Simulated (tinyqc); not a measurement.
Competing polymorphs of an oxide film: bulk, surface, grain-boundary, dopant and field terms. Changing the grain radius R. Computed by tinyqc, a small Python program. Command: `OMP_NUM_THREADS=1 python tinyqc.py 3011630 3011631 out.jsonl polymorph sweep`. One thread of a shared host (Intel(R) Xeon(R) Processor @ 2.30GHz), about 0.01 s of CPU time with the checks.

Phases: monoclinic m (reference), polar orthorhombic o, tetragonal t. Free energies per formula unit (f.u.); 1 J/m^2 x angstrom^3/nm = 6.241509 meV.

Inputs (values chosen for the exercise, for a model oxide):

| quantity | value | unit |
|---|---|---|
| energy of the polar phase o over m | 80.7 | meV/f.u. |
| energy of the tetragonal phase t over m | 163 | meV/f.u. |
| entropy of o over m | 0.0052 | meV/(f.u. K) |
| entropy of t over m | 0.067 | meV/(f.u. K) |
| surface energy of m | 3.5 | J/m^2 |
| surface energy of o | 3.01 | J/m^2 |
| surface energy of t | 2.91 | J/m^2 |
| volume per formula unit Omega | 33.2 | angstrom^3 |
| film thickness h | 9.3 | nm |
| temperature T | 900 | K |
| dopant content x | 1.1 | % |
| shift of o per % of dopant | -5 | meV/f.u. |
| shift of t per % of dopant | -9.1 | meV/f.u. |
| width sigma of ln R | 0.3 | - |
| interlayer thickness (SiO2) | 0.48 | nm |

Geometry: free particles.

permittivities of m, o, t: 17  30  45

Method:
- Bulk term b = H - T S + (shift) x, zero for m. The undoped bulk turns from m to t at T = H_t/S_t.
- Area per volume: A = 3/R for a sphere; G = b + gamma Omega A.
- With G = b + gamma Omega A (b the bulk free energy per formula unit, A the area per volume), two phases i, j cross at A_ij = (b_j - b_i)/(Omega (gamma_i - gamma_j)); o has a window only if A_mo < A_ot.
- Grain radii are log-normal by volume with median R and width sigma; the share with A above A* is that with radius below R*, R* = 3/A* (all if A* <= 0), share = (1/2) erfc[-ln(R*/R)/(sqrt 2 sigma)]. Effective permittivity of a layer of thickness h built of such grains, taken in parallel: sum of share x eps; EOT = interlayer + 3.9 h/eps.

One run for each value:

| grain radius R (nm) | G(o) - G(m) (meV/f.u.) | G(t) - G(o) (meV/f.u.) | share of o | effective permittivity |
|---|---|---|---|---|
| 2.5 | -51.324 | -2.696 | 3.1686e-01 | 39.291 |
| 3.7 | -11.807 | 5.369 | 5.1940e-01 | 28.727 |
| 5.5 | 15.136 | 10.867 | 1.9794e-01 | 19.919 |
| 8.2 | 33.372 | 14.589 | 1.6139e-02 | 17.215 |
| 12.0 | 45.136 | 16.990 | 3.2911e-04 | 17.004 |
| 18.0 | 53.597 | 18.716 | 9.8000e-07 | 17.000 |
| 27.0 | 59.238 | 19.868 | 0 | 17.000 |
| 40.0 | 62.905 | 20.616 | 0 | 17.000 |
| 60.0 | 65.443 | 21.134 | 0 | 17.000 |

Describe the trends.

Over the rows, G(o) - G(m) (meV/f.u.) rises from -51.3 to 65.4; G(t) - G(o) (meV/f.u.) rises from -2.70 to 21.1; share of o goes from 0.317 through a maximum among these rows, 0.519 at 3.70, to 0.

Caution (all rows): this is an equilibrium ranking; real films often keep the phase that nucleates first on cooling from t.

Extremes, crossings and ranges named in words are read from the listed rows.
